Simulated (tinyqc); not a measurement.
Inside a calculation. Method: Luttinger-Kohn k.p, four valence bands. One step of it, computed by the program tinyqc.

Task: Levels at k. Diagonalise the Hermitian matrix.

H(k) at k (eV), lower triangle (Hermitian):
```
                     3/2                 1/2                 -1/2      -3/2
3/2             0.164420
1/2   0.017958+0.020436i            0.084711
-1/2  0.009214-0.098772i            0.000000             0.084711
-3/2            0.000000  0.009214-0.098772i  -0.017958-0.020436i  0.164420
```

Give: eigenvalues.

Result:

eigenvalues (eV): 0.0143  0.0143  0.2349  0.2349
